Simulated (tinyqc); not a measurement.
## Series resistance and length offset from two lengths at two overdrives

Question. In strong inversion R W = Rsd + k(x)(L - dL), k(x) = (1 + th1 x)/(mu0 Cox x), x the overdrive, Cox = eps0 eox/tox, with Rsd and dL independent of x. Find dL, Rsd, mu0 and th1.

Inputs (values chosen for the exercise): relative permittivity of the gate insulator (close to silicon dioxide) eox = 3.9; insulator thickness tox = 4.7 nm.

Constants: eps0 = 8.8541878128e-14 F/cm where lengths are in cm. Results are converted to the units shown.

total resistance times width (ohm um):

|  | L = 0.06 um | L = 0.56 um |
|---|---|---|
| overdrive 0.42 V | 2092.47246 | 19168.1194 |
| overdrive 1.13 V | 1142.25738 | 9733.84113 |

Solution. At each overdrive R W is a straight line in L; the two lines cross at L = dL, R W = Rsd. Their slopes give k x = (1 + th1 x)/(mu0 Cox), a straight line in x.

dL = 0.00400 um
Rsd = 180 ohm um
mu0 = 120 cm^2/(V s)
th1 = 0.630 1/V

Computed by the program tinyqc: `OMP_NUM_THREADS=1 python tinyqc.py 2210107 2210108 out.jsonl`, one thread of a shared Intel Xeon 2.30GHz, about 0.01 s for the whole run.
